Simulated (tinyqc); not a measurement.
Dielectric confinement in a thin film (image charges): sweeps and comparisons. A value that a table varies takes the place of the one given here.

A film |z| < t/2 of dielectric constant eps between half-spaces of dielectric constant e2; lam = (eps - e2)/(eps + e2), q = e^2/(4 pi eps0). The self-energy of a band edge is taken with the high-frequency value, e2 = eh, and the field of a fixed ion with the static one, e2 = eo. A charge at z has images lam^|n| at n t + (-1)^n z. Its self-energy is S(z) = (q/2 eps) sum over n >= 1 of lam^n [1/(n t - 2z) + 1/(n t + 2z)] for odd n and 2 lam^n/(n t) for even n; at the centre S(0) = -(q/(eps t)) ln(1 - lam).

Donor at the centre, lam from the static eo, trial function cos(pi z/t) exp(-rho/l): E(l) = c/(m l^2) - (q/eps) times the integral over k of F(k t) (1 + (k l/2)^2)^(-3/2), with F(x) = F0 + 2 lam exp(-x) G/(1 - lam exp(-x)), F0 = 2[(1 - exp(-x/2))/x + x (1 + exp(-x/2))/(x^2 + 4 pi^2)], G = 2 sinh(x/2)[1/x - x/(x^2 + 4 pi^2)]; c = hbar^2/2m0. The binding energy is -E at the minimum, counted from the subband edge with its self-energy.

Constants: e^2/(4 pi eps0) = 14.39964547 eV angstrom; hbar^2/2m0 = 3.80998211 eV angstrom^2; Ry = 13.60569312 eV.

Parameters, chosen for this exercise (near those of an InGaAs film between layers of HfO2; not measured data): eps = 13.4 (dielectric constant of the film); eh = 4.1 (high-frequency dielectric constant outside); eo = 22.5 (static dielectric constant outside); m = 0.044 m0 (mass in the plane); mz = 0.045 m0 (mass across the film); ts = (12, 18, 26, 38, 55, 80, 120) angstrom (thicknesses); t = 56 angstrom (film thickness).

## Thinning the film

<S> is the mean over (2/t) cos^2(pi z/t); confinement c (pi/t)^2/mz; donor binding with and without images.

Results:
```
t (angstrom)  <S> (meV)  confinement (meV)  binding, no images (meV)  binding (meV)  l (angstrom)
12                 78.4             5802.9                      12.4            5.1         126.3
18                 52.2             2579.1                      12.0            5.3         124.0
26                 36.2             1236.1                      11.5            5.4         122.2
38                 24.7              578.7                      10.9            5.5         121.2
55                 17.1              276.2                      10.2            5.6         121.9
80                 11.8              130.6                       9.4            5.7         124.8
120                 7.8               58.0                       8.4            5.5         131.1
```

Between 120 and 12 angstrom the binding goes from 5.5 to 5.1 meV; quantum confinement alone would take it from 8.4 to 12.4, so the images supply -2.9 and -7.2 meV. |<S>| goes as 1/t and exceeds the confinement energy beyond 889 angstrom. Hard-wall energies above 300 meV (up to t = 38 angstrom) overstate the confinement: walls are finite and valleys non-parabolic.

## Choice of the surrounding dielectric

The same film between different dielectrics; in this table one value e2 serves for both eo and eh.

Results:
```
case         lam  <S> (meV)  binding (meV)  l (angstrom)
e2 = 1     0.861       41.6           69.8          68.7
e2 = 2.5   0.686       25.1           42.2          74.0
e2 = 3.9   0.549       17.6           31.1          78.5
e2 = 7.5   0.282        7.6           18.1          88.7
e2 = 16   -0.088       -2.0            8.4         108.8
e2 = 25   -0.302       -6.3            5.0         126.7
e2 = 80   -0.713      -13.4            1.1         206.4
```

The binding spans a factor 65.6, from 70 meV in vacuum to 1.1 meV for e2 = 80; going from 3.9 to 25 changes it by -26.1 meV and the band edge by -23.9 meV, so the binding responds 1.09 times as much as the edge (for an orbit much smaller than t the binding would change by twice the change of S(0), -40.7 meV; here l/t = 1.40 for e2 = 3.9).

## What each parameter does

<S> is the mean over (2/t) cos^2(pi z/t). Each row changes one parameter from the base and keeps the others.

Results:
```
case             lam from eh  <S> (meV)  binding (meV)  l (angstrom)
base                   0.531       16.8            5.7         122.0
t = 50 angstrom        0.531       18.8            5.6         121.5
eps = 12.1             0.494       16.8            6.2         114.4
eo = 31.5              0.531       16.8            3.7         138.2
eh = 5.3               0.433       12.7            5.7         122.0
m = 0.053 m0           0.531       16.8            6.8         102.2
```

The largest shifts from the base row, up to three for each result and ties (the steps differ in size, so this ranks the rows, not the parameters). lam from eh: eh -0.098, eps -0.038; unchanged at the printed digits by t, eo and m. <S> (meV): eh -4.1, t +2.0; unchanged at the printed digits by eps, eo and m. binding (meV): eo -1.9, m +1.2, eps +0.5; unchanged at the printed digits by eh. l (angstrom): m -19.7, eo +16.3, eps -7.5; unchanged at the printed digits by eh.

Run: tinyqc, `OMP_NUM_THREADS=1 python tinyqc.py 1252422 1252423 out.jsonl`; Intel(R) Xeon(R) Processor @ 2.30GHz, one thread, shared host; about 0.04 s of CPU time with all checks.
